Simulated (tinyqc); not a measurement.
Band-to-band tunnelling across a p-n junction in a two-band chain: one step. Self-energies of the two sides. Three cases, with inputs chosen for the exercise.

Task: Form cos(k a) and S for each side.

Sites alternate A at -Eg/2 and C at +Eg/2 with hopping -t; near the edges, with k counted from the zone boundary pi/a, E^2 = (Eg/2)^2 + (t a k)^2, so t = sqrt(c Eg/m)/a gives the mass m, c = hbar^2/2m0. In the gap cosh(q a) = 1 + (Eg^2/4 - e^2)/(2 t^2), e the energy from the local mid-gap. The potential is V0 = Eg + ov on the p side (left), 0 on the n side, and falls linearly over the 2N sites of the junction, V_j = V0 (1 - j/(2N + 1)), j = 1 to 2N, site 1 being A. E = Eg/2 + x ov. A half chain that ends on a site of level e1 with neighbour e2 has g = (1 + z)/(E - e1), z = exp(-/+ i k a) the root with Im g < 0, cos(k a) = (E - e1)(E - e2)/(2 t^2) - 1. S_L = t^2 g (ending on C, shifted by V0), S_R = t^2 g (starting on A). T = 4 Im(S_L) Im(S_R) |G_(1,2N)|^2.

Give: cos(k a); S_L, S_R.

Case 1.

Values chosen (out of a larger set: gap and mass near those of InAs; not measured data): Eg = 0.376 eV (gap).

t = 1.324010 eV
V0 = 0.606000 eV
E = 0.337500 eV

Result:

cos(k a): left -0.989518, right -0.977592

S_L, S_R (eV): -0.04025-0.55453i  0.07475-0.70223i

Case 2.

Values chosen (out of a larger set: gap and mass near those of Ge (direct gap); not measured data): Eg = 0.831 eV (gap).

t = 1.479101 eV
V0 = 0.981000 eV
E = 0.486000 eV

Result:

cos(k a): left -0.983457, right -0.985475

S_L, S_R (eV): -0.03975-0.43525i  0.03525-0.41212i

Case 3.

Values chosen (out of a larger set: gap and mass near those of GaAs; not measured data): Eg = 1.457 eV (gap).

t = 2.198209 eV
V0 = 1.877000 eV
E = 1.005700 eV

Result:

cos(k a): left -0.976361, right -0.950258

S_L, S_R (eV): -0.07140-0.65286i  0.13860-0.86785i

Computed by tinyqc, one run a case: `OMP_NUM_THREADS=1 python tinyqc.py N N+1 out.jsonl` with N = 1480057, 1480229, 1480575; one thread of a shared Intel(R) Xeon(R) Processor @ 2.30GHz, about 0.01 s a run at most.
